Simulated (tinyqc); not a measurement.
What each parameter does: thresholds of impact ionisation and Auger recombination from band masses.

Parabolic bands, no phonon. At threshold the three slow carriers share one velocity. With M their total mass and m4 the mass of the fast carrier, the fast carrier has the kinetic energy E_T = G M/(M - m4) and the slow ones together E_a = G m4/(M - m4), the activation energy of the Auger rate. CCCH (fast electron): G = Eg, M = 2 me + mh, m4 = me. CHHS (hole into the split-off band): G = Eg - Dso, M = 2 mh + me, m4 = ms; this form holds for Eg > Dso (below, the process needs about Dso - Eg and is marked by a dash). CHHL (hole into the light band): G = Eg, M = 2 mh + me, m4 = ml. CHHH (fast heavy hole): G = Eg, M = 2 mh + me, m4 = mh.

Non-parabolic fast electron: E (1 + alpha E) = c k^2/me with alpha = (1 - me)^2/Eg; the slow carriers stay parabolic, so E_T = Eg + me E_T (1 + alpha E_T)/M, M = 2 me + mh (the root between Eg and 1.9 Eg).

Constants: kB = 8.617333262e-05 eV/K.

Values chosen for the exercise (near those of CdTe, gap at low temperature and not tied to T; not measured data): Eg = 1.619 eV (gap at Gamma to the s-like level); Dso = 0.911 eV (spin-orbit splitting); me = 0.097 m0 (electron mass at Gamma); mh = 0.61 m0 (heavy-hole mass); ms = 0.284 m0 (split-off mass); ml = 0.1147 m0 (light-hole mass); T = 300 K (temperature).

Activation energies.

Results for these values:
```
case  CCCH (meV)  CCCH non-parabolic (meV)  CHHL (meV)  CHHS (meV)
base      222.13                    546.02      154.45      194.65
```

What happens to each result for ms = 0.3124 m0, all else kept?

Answer: CCCH does not change at the printed digits; CCCH non-parabolic does not change at the printed digits; CHHL does not change at the printed digits; CHHS rises from 194.65 to 220.17.

The same for each parameter in turn:
```
case             CCCH (meV)  CCCH non-parabolic (meV)  CHHL (meV)  CHHS (meV)
base                 222.13                    546.02      154.45      194.65
Eg = 1.4571 eV       199.91                    491.42      139.01      150.14
Dso = 1.0021 eV      222.13                    546.02      154.45      169.60
me = 0.0873 m0       202.69                    488.92      155.71      196.49
mh = 0.549 m0        243.10                    623.36      171.90      220.72
ms = 0.3124 m0       222.13                    546.02      154.45      220.17
ml = 0.1032 m0       222.13                    546.02      137.65      194.65
```

Program tinyqc; command `OMP_NUM_THREADS=1 python tinyqc.py 1850202 1850203 out.jsonl`; about 0.01 s on one thread of a shared Intel(R) Xeon(R) Processor @ 2.30GHz.
